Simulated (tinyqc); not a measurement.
Inside a calculation. Model: rigid-ion and shell models of the dielectric response of an ionic crystal. Computed by tinyqc, a small Python program that keeps every step. Command: `OMP_NUM_THREADS=1 python tinyqc.py 3015706 3015707 out.jsonl shell walk`. One thread of a shared host (Intel(R) Xeon(R) Processor @ 2.30GHz), about 0.01 s of CPU time with the checks. Intermediate numbers are printed to about 6 digits and carried at full precision; extremes and crossings named in words are read from the listed rows.

Charges +Z and -Z; 4 nearest neighbours, Madelung constant M = 1.638055, volume per ion pair Omega = 3.079201 d^3. Energy per pair U = -M Z^2 e2/d + 4 A exp(-d/rho), e2 = e^2/(4 pi eps_0). In the shell model the anion is a core of charge Y - Z and a massless shell of charge -Y, joined by the spring k; the repulsion acts on the shell. Each ion feels the Lorentz field E + (4 pi/3) P (Gaussian units).

Inputs (values chosen for the exercise, for a model crystal):

| quantity | value | unit |
|---|---|---|
| nearest-neighbour distance d | 2.09 | angstrom |
| ionic charge Z | 1 | e |
| hardness d/rho | 7.74 | - |
| cation mass | 122 | u |
| anion mass | 16 | u |
| shell charge size Y | 2.89 | e |
| core-shell spring k | 176 | eV/angstrom^2 |
| cation polarisability alpha_+ | 0.31 | angstrom^3 |
| film thickness t | 9.2 | nm |

Structure: zinc blende.

Constants: e^2/(4 pi eps_0) = 14.39964548 eV angstrom; 1 eV/angstrom^3 = 160.2176634 GPa; nu for 1 eV/(angstrom^2 u) = 15.6333042 THz; 1 THz = 33.35640952 1/cm; eps_0 = 8.8541878128e-12 F/m; h x 1 THz = 4.135667696 meV.

## Equilibrium, bulk modulus and repulsive spring

Zero pressure fixes 4 A exp(-d/rho) = M Z^2 e2 rho/d^2. Then U = -(M Z^2 e2/d)(1 - rho/d), B = M Z^2 e2 (d/rho - 2)/(9 Omega d), and the spring of one sublattice against the other is R = (1/3) x (Laplacian of the repulsion summed over neighbours) = M Z^2 e2 (d/rho - 2)/(3 d^3), so R = 3 B Omega/d^2.

volume Omega = 28.1110 angstrom^3

lattice energy U = -9.82772 eV/pair

bulk modulus B = 41.0239 GPa

repulsive spring R = 4.94347 eV/angstrom^2

## Rigid ions

With C = 4 pi Z^2 e2/(3 Omega): mu lambda_TO = R - C, mu lambda_LO = R + 2 C; eps_inf = 1 and eps_s = lambda_LO/lambda_TO. lambda in eV/(angstrom^2 u) gives the wavenumber 15.6333042 x 33.35640952 x sqrt(lambda); mu is the reduced mass.

Coulomb spring C = 2.14567 eV/angstrom^2

omega_TO, rigid ions = 231.920 1/cm

omega_LO, rigid ions = 421.351 1/cm

eps_s, rigid ions = 3.30074

## Shell model: electronic response

Eliminating the shell gives the anion polarisability alpha_- = Y^2 e2/(k + R), the Szigeti charge Z_S = Z - Y R/(k + R) and the softened spring R' = k R/(k + R). With b = 4 pi (alpha_+ + alpha_-)/(3 Omega): eps_inf = (1 + 2b)/(1 - b) (Clausius-Mossotti); Born charge Z* = Z_S (eps_inf + 2)/3.

anion polarisability alpha_- = 0.664668 angstrom^3

Szigeti charge Z_S = 0.921044 e

softened spring R' = 4.80841 eV/angstrom^2

b = 0.145234

eps_inf = 1.50973

Born charge Z* = 1.07754 e

Overlap pushes the shell back and lowers the effective charge to 92 % of Z; the local field then raises the Born charge to 108 % of Z.

## Shell model: lattice response

mu lambda_TO = R' - (4 pi e2/(3 Omega)) Z_S^2/(1 - b); mu lambda_LO = mu lambda_TO + 4 pi e2 Z*^2/(eps_inf Omega); eps_s = eps_inf lambda_LO/lambda_TO.

mu lambda_TO = 2.67892 eV/angstrom^2

omega_TO = 226.939 1/cm

omega_LO = 382.980 1/cm

eps_s = 4.29965

share of R' left after the dipole term = 0.557131

The dipole field cancels 44 % of the short-range spring.

## As a gate dielectric

Capacitance per area eps_0 eps_s/t; equivalent oxide thickness EOT = t x 3.9/eps_s; the surface optical mode against silicon (eps = 11.7) lies at omega_TO sqrt[(eps_s + 11.7)/(eps_inf + 11.7)], and its squared coupling to channel electrons scales as g = hbar omega_SO [1/(11.7 + eps_inf) - 1/(11.7 + eps_s)], with hbar omega = h c x wavenumber.

capacitance per area = 4.13803 fF/micrometre^2

equivalent oxide thickness = 8.34487 nm

surface optical mode = 249.757 1/cm

remote-phonon coupling g = 0.408762 meV

## From rigid to soft shells

The formulas are those given above.

Response against the core-shell spring:

| k (eV/angstrom^2) | eps_inf | Z_S | Z* | omega_TO (1/cm) | omega_LO (1/cm) | eps_s |
|---|---|---|---|---|---|---|
| 140 | 1.61373 | 0.901433 | 1.08585 | 226.758 | 376.611 | 4.45135 |
| 180 | 1.50096 | 0.922751 | 1.07684 | 226.954 | 383.552 | 4.28687 |
| 230 | 1.41869 | 0.939191 | 1.07027 | 227.097 | 389.218 | 4.16724 |
| 320 | 1.33832 | 0.956033 | 1.06385 | 227.237 | 395.333 | 4.05066 |
| 460 | 1.27775 | 0.969272 | 1.05901 | 227.342 | 400.377 | 3.96299 |
| 700 | 1.23142 | 0.979734 | 1.05531 | 227.423 | 404.523 | 3.89604 |
| 1400 | 1.18792 | 0.989831 | 1.05184 | 227.498 | 408.666 | 3.83327 |
| 5300 | 1.15647 | 0.997307 | 1.04932 | 227.553 | 411.829 | 3.78794 |

From the stiffest to the softest shell eps_inf rises from 1.16 to 1.61 and Z_S falls from 1.00 to 0.90; omega_LO moves by -9 % and omega_TO by -0.3 %. Screening by eps_inf cuts the LO frequency, which rigid ions overstate (rigid ions: 421 per cm); eps_s goes from 3.79 to 4.45.

Checks made by the program: TO spring by direct elimination of the shell from the 2 x 2 energy matrix (relative difference below 1e-10); Szigeti's relation mu lambda_TO (eps_s + 2)/(eps_inf + 2) = R' (relative difference below 1e-10).
